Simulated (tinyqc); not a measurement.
# Tunnelling through a two-layer gate stack, WKB transmission and Tsu-Esaki current: what changes with what

Electrons leave the emitter at x = 0. Energies E (motion across the layers) are in eV from the emitter Fermi level; the collector Fermi level lies at -V and offers states at every E. No charge in the dielectric and no image force: F1 = V/(t1 + t2 eps1/eps2), F2 = F1 eps1/eps2; U = phi1 - F1 x in layer 1 and phi2 - F1 t1 - F2 (x - t1) in layer 2. With C = hbar^2/(2 m0), kappa = sqrt(m (U - E)/C) where U > E and 0 elsewhere; T(E) = exp(-S), S = 2 times the integral of kappa over x.

Values chosen for this exercise; layer 1 close to silicon nitride, layer 2 close to hafnium oxide: temperature T = 77 K; Fermi energy of the emitter above its band bottom Ef = 3.8 eV; emitter mass in the supply function me = 1 m0; barrier of layer 1 above the emitter Fermi level at zero bias phi1 = 2.02 eV; tunnelling mass of layer 1 m1 = 0.48 m0; thickness of layer 1 t1 = 0.8 nm; relative permittivity of layer 1 eps1 = 7.51; barrier of layer 2 at zero bias phi2 = 1.5 eV; tunnelling mass of layer 2 m2 = 0.21 m0; thickness of layer 2 t2 = 3.9 nm; relative permittivity of layer 2 eps2 = 21.1; voltage across the dielectric V = 1 V.

Constants: q = 1.602176634e-19 C, kB = 1.380649e-23 J/K, hbar = 1.054571817e-34 J s, m0 = 9.1093837015e-31 kg, Vt = kB T/q, hbar^2/(2 m0) = 0.0380998212 eV nm^2. Results are converted to the units shown.

Each table varies one quantity; the others keep the values above.

## Effect of the barrier height

Each layer adds (2/F) sqrt(m/C) [G(u at its left edge) - G(u at its right edge)] to S, with u = U - E (0 where negative) and G(u) = (2/3) u^1.5. J = J0 times the integral of T(E) N(E) dE, N = ln[(1 + exp(-E/Vt))/(1 + exp((-E - V)/Vt))], J0 = q^2 me m0 kB T/(2 pi^2 hbar^3) (times 1e-4 for A/cm^2 per eV), from E = -Ef to far above the barrier (T = 1 there), by quadrature converged to the digits shown.

Results:
```
phi1 (eV),S at E = 0,T(E = 0),J (A/cm^2),mean E of the current (eV)
1,21.57,4.288e-10,0.04439,-0.1685
1.19,22.14,2.428e-10,0.02630,-0.1723
1.56,23.11,9.223e-11,0.01063,-0.1778
1.74,23.53,6.042e-11,0.007125,-0.1799
1.93,23.95,3.967e-11,0.004776,-0.1818
2.11,24.33,2.719e-11,0.003330,-0.1834
2.3,24.71,1.860e-11,0.002314,-0.1849
```

Estimate the missing row, phi1 = 1.37 eV.

Computed row:
```
phi1 (eV),S at E = 0,T(E = 0),J (A/cm^2),mean E of the current (eV)
1.37,22.63,1.487e-10,0.01666,-0.1752
```

With this row back in the table: J falls from 0.0444 to 0.00231 A/cm^2, on average 0.987 decades for each eV, while S rises from 21.6 to 24.7.

## Effect of the thickness t1 at fixed voltage

Same model as above.

Result of one run:
```
t1 (nm),S at E = 0,T(E = 0),J (A/cm^2),mean E of the current (eV)
1.21,27.43,1.222e-12,1.183e-4,-0.1615
```

What becomes of these results when the thickness of layer 1 t1 is changed from 1.21 to 0.64 nm, all else the same?

Result of the changed run:
```
t1 (nm),S at E = 0,T(E = 0),J (A/cm^2),mean E of the current (eV)
0.64,22.88,1.152e-10,0.01543,-0.1926
```

The whole series:
```
t1 (nm),S at E = 0,T(E = 0),J (A/cm^2),mean E of the current (eV)
0.5,21.80,3.406e-10,0.05000,-0.2024
0.64,22.88,1.152e-10,0.01543,-0.1926
0.79,24.06,3.547e-11,0.004333,-0.1832
0.93,25.18,1.166e-11,0.001313,-0.1753
1.07,26.30,3.791e-12,3.953e-4,-0.1681
1.21,27.43,1.222e-12,1.183e-4,-0.1615
1.36,28.65,3.599e-13,3.235e-5,-0.1550
1.5,29.80,1.142e-13,9.602e-6,-0.1494
```

J falls from 0.0500 to 9.60e-6 A/cm^2: 3.65 decades a nanometre between the first two rows and 3.77 between the last two. The exponent S alone gives dS/dt/ln 10 = 3.36 and 3.56. In 3 of the 8 rows a layer is thinner than 0.8 nm, a few atomic planes, where an effective mass is a rough description.

Program tinyqc, `OMP_NUM_THREADS=1 python tinyqc.py 2540107 2540108 out.jsonl`; Intel Xeon 2.30GHz, shared host, one thread, about 0.04 s.
